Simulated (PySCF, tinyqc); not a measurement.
Inside a calculation. Method: RHF in the sto-3g basis, for H6, spin multiplicity 1. The lowest restricted solution is unstable here: a spin-polarised one lies 0.0901 hartree lower (PySCF). One step of it, computed by the program tinyqc.

Task: Iteration 2: diagonalisation and new density. Diagonalise F' = X^T F X, C = X C', fill 3 alpha and 3 beta electrons from the bottom; D = 2 C_occ C_occ^T. Each column has its largest component positive (the first on a tie).

Fock matrix F (hartree):
```
           1H 1s      2H 1s      3H 1s      4H 1s      5H 1s      6H 1s
1H 1s  -0.135363  -0.324017  -0.041692   0.017071   0.004526  -0.005677
2H 1s  -0.324017  -0.208339  -0.237283  -0.057898  -0.004888   0.004528
3H 1s  -0.041692  -0.237283  -0.265980  -0.340935  -0.057789   0.017043
4H 1s   0.017071  -0.057898  -0.340935  -0.265922  -0.236944  -0.041655
5H 1s   0.004526  -0.004888  -0.057789  -0.236944  -0.208418  -0.324118
6H 1s  -0.005677   0.004528   0.017043  -0.041655  -0.324118  -0.135539
```

X:
```
           1H 1s      2H 1s      3H 1s      4H 1s      5H 1s      6H 1s
1H 1s   1.038255  -0.166819   0.021174  -0.003356   0.000470  -0.000079
2H 1s  -0.166819   1.067307  -0.146665   0.021891  -0.002904   0.000470
3H 1s   0.021174  -0.146665   1.068314  -0.172083   0.021867  -0.003354
4H 1s  -0.003356   0.021891  -0.172083   1.068228  -0.146439   0.021150
5H 1s   0.000470  -0.002904   0.021867  -0.146439   1.067218  -0.166806
6H 1s  -0.000079   0.000470  -0.003354   0.021150  -0.166806   1.038252
```

Give: F' = X^T F X; orbital energies; coefficients C; D after iteration 2.

Result:

F' = X^T F X (hartree):
```
        1       2       3       4       5       6
1  -0.040  -0.311   0.031   0.017   0.004  -0.007
2  -0.311  -0.060  -0.213   0.014  -0.004   0.004
3   0.031  -0.213  -0.120  -0.304   0.014   0.016
4   0.017   0.014  -0.304  -0.120  -0.212   0.031
5   0.004  -0.004   0.014  -0.212  -0.060  -0.311
6  -0.007   0.004   0.016   0.031  -0.311  -0.040
```

orbital energies (hartree): MO1 -0.532, MO2 -0.403, MO3 -0.297, MO4 0.085, MO5 0.294, MO6 0.413

coefficients C:
```
         MO1     MO2     MO3     MO4     MO5     MO6
1H 1s  0.127  -0.371   0.453   0.489  -0.576   0.420
2H 1s  0.282  -0.453   0.335  -0.196   0.629  -0.599
3H 1s  0.482  -0.160  -0.357  -0.587  -0.221   0.643
4H 1s  0.482   0.160  -0.358   0.587  -0.223  -0.642
5H 1s  0.281   0.454   0.334   0.196   0.631   0.596
6H 1s  0.127   0.372   0.452  -0.489  -0.577  -0.419
```

D after iteration 2:
```
        1H 1s   2H 1s   3H 1s   4H 1s   5H 1s   6H 1s
1H 1s   0.717   0.711  -0.082  -0.320   0.038   0.166
2H 1s   0.711   0.793   0.177  -0.113  -0.028   0.038
3H 1s  -0.082   0.177   0.772   0.669  -0.113  -0.319
4H 1s  -0.320  -0.113   0.669   0.772   0.177  -0.082
5H 1s   0.038  -0.028  -0.113   0.177   0.793   0.711
6H 1s   0.166   0.038  -0.319  -0.082   0.711   0.717
```
